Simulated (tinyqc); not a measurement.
Random telegraph noise from one oxide trap in a small MOSFET: one step of the calculation.

An acceptor-like trap exchanges electrons with the channel. Inversion charge Q = Cox u, u = n Vt W0(exp((Vg - VT)/(n Vt))), W0 the Lambert function, n = nf, Cox = eps0 eox/tox; linear regime Id = (W/L) mu Q Vd. Relative to threshold the surface potential rises by Vt ln(u/u0) and the oxide voltage by the rest of Vg - VT, with u0 = n Vt W0(1).

Problem. Lorentzian spectrum. Spectrum S(f) = 4 dI^2/{(tc + te)[(1/tc + 1/te)^2 + (2 pi f)^2]}; corner fc = (1/tc + 1/te)/(2 pi); variance dI^2 tc te/(tc + te)^2. Give S at f = 0, at fc and at 10 fc.

tc = 60.896861 s
te = 48.090783 s
dI = 7.1170736 nA

Wanted: fc; S(0); S(fc); S(10 fc); rms current.

Solution.

fc = 0.005923 Hz
S(0) = 1.342e-15 A^2/Hz
S(fc) = 6.711e-16 A^2/Hz
S(10 fc) = 1.329e-17 A^2/Hz
rms current = 3.534 nA

The rms value is 0.497 of the step; it reaches its largest share, 1/2, when tc = te.

Range of the model: VT is taken as given; short-channel effects and the uneven flow of current among few electrons are left out.

Computed by the program tinyqc: `OMP_NUM_THREADS=1 python tinyqc.py 2710067 2710068 out.jsonl`, one thread of a shared Intel Xeon 2.30GHz, about 0.01 s for the whole run.
